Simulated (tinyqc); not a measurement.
What an interlayer buys: scattering of inversion-layer electrons by surface optical phonons of the gate insulator (remote phonon scattering). Computed by tinyqc, a small Python program. Command: `OMP_NUM_THREADS=1 python tinyqc.py 3111548 3111549 out.jsonl sophonon walk`. One thread of a shared host (Intel(R) Xeon(R) Processor @ 2.30GHz), about 0.01 s of CPU time with the checks.

One subband with the Fang-Howard envelope; insulator and channel are half-spaces, the gate is far away, and an interlayer only moves the polar surface away by t (its own modes and its permittivity contrast are left out).

Inputs (values chosen for the exercise, modelled on HfO2 on In0.53Ga0.47As):

| quantity | value | unit |
|---|---|---|
| static constant of the insulator eps_0s | 21.4 | - |
| intermediate constant eps_i | 6.53 | - |
| optical constant eps_inf | 5.07 | - |
| hbar omega_TO1 | 12.4 | meV |
| hbar omega_TO2 | 48.5 | meV |
| constant of the channel eps_s | 13.9 | - |
| in-plane mass m | 0.0431 | m_0 |
| valleys g_v | 1 | - |
| sheet density n | 2.8e+12 | 1/cm^2 |
| mean distance of the electrons z0 = 3/b | 4.2 | nm |
| interlayer thickness t | 1 | nm |
| temperature T | 300 | K |
| mobility from other processes | 4500 | cm^2/(V s) |

Screening by the channel electrons: none.

Constants: k_B = 8.617333262e-05 eV/K; hbar^2/(2 m_0) = 3.80998212 eV angstrom^2; e^2/(4 pi eps_0) = 14.39964548 eV angstrom; hbar = 6.582119569e-16 eV s; e = 1.602176634e-19 C; m_0 = 9.1093837015e-31 kg.

Method:
- eps(w) = eps_inf + (eps_0s - eps_i) w1^2/(w1^2 - w^2) + (eps_i - eps_inf) w2^2/(w2^2 - w^2). Surface modes solve eps(w) + eps_s = 0, a quadratic in w^2; the strength of a mode is g = 2/(w d eps/dw).
- Occupation N = 1/(exp(hbar w/(k_B T)) - 1).
- Density of states D = g_v m/(pi hbar^2); eta = E_F/(k_B T) = ln(exp(n/(D k_B T)) - 1); screening wave number q_s = e^2 D/(2 eps_0 eps_avg) x 1/(1 + exp(-eta)), eps_avg = (eps_s + eps_inf)/2; b = 3/z0.
- For a mode of strength g, without the occupation factor, Area x |M(q)|^2 = e^2 hbar w g/(2 eps_0 q) x (b/(b + q))^6 exp(-2 q t).
- Approximate momentum relaxation rate, taking tau v alike in the initial and final states: 1/tau = (m/(2 pi hbar^3)) sum over modes and over absorption (N, E' = E + hbar w) and emission (N + 1, E' = E - hbar w > 0) of [(1 - f(E'))/(1 - f(E))] int_0^(2 pi) Area |M(q)|^2 (1 - cos theta) d theta, q^2 = k^2 + k'^2 - 2 k k' cos theta, f the Fermi function; 48 midpoints in theta from 0 to pi.
- mu = (e/m) int tau E f (1 - f) dE/(k_B T int f dE), by 300 midpoints from 0 to (max(eta, 0) + 14) k_B T; Matthiessen sum with the other processes.

hbar omega_SO (meV): 1 16.2687, 2 50.4272

strengths g: 1 0.0202415, 2 0.0041447

occupations N: 1 1.14117, 2 0.16576

b = 0.714286 1/nm

q_s = 0.171320 1/nm

eta = 6.01330

Against the interlayer thickness:

| t (nm) | remote-phonon mobility (cm^2/(V s)) | total (cm^2/(V s)) |
|---|---|---|
| 0.0 | 8.8676e+04 | 4282.7 |
| 0.3 | 1.1207e+05 | 4326.3 |
| 0.6 | 1.3860e+05 | 4358.5 |
| 1.0 | 1.7863e+05 | 4389.4 |
| 1.5 | 2.3567e+05 | 4415.7 |
| 2.0 | 3.0007e+05 | 4433.5 |
| 3.0 | 4.5046e+05 | 4455.5 |

What follows from these numbers?

1 nm of interlayer raises the remote-phonon mobility by a factor 2.01, as exp(2 q t) with an effective q of 0.35 per nm; between 2 and 3 nm the effective q is 0.20. The total goes from 4280 to 4390 over the first nanometre. Caution: E_F is high enough for upper subbands or non-parabolicity, left out here, to matter.

Extremes, crossings and ranges named in words are read from the listed rows.
